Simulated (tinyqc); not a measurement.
Tunnel rates from the two plateau currents.

Question. With only the 0-1 transition of a spin-degenerate level in the bias window, I = 2 q G_in G_out/(2 G_in + G_out). Find GL and GR.

Constants: q = 1.602176634e-19 C. Results are converted to the units shown.

sizes of the plateau currents for electrons entering from the left and from the right (pA): 60.594168  32.741023

Solution. q/I(left) = 1/GR + 1/(2 GL) and q/I(right) = 1/GL + 1/(2 GR) are linear in 1/GL and 1/GR.

GL = 0.2100 1/ns
GR = 3.800 1/ns

Numbers from tinyqc (`OMP_NUM_THREADS=1 python tinyqc.py 2780020 2780021 out.jsonl`; about 0.01 s on one thread of a shared Intel Xeon 2.30GHz).
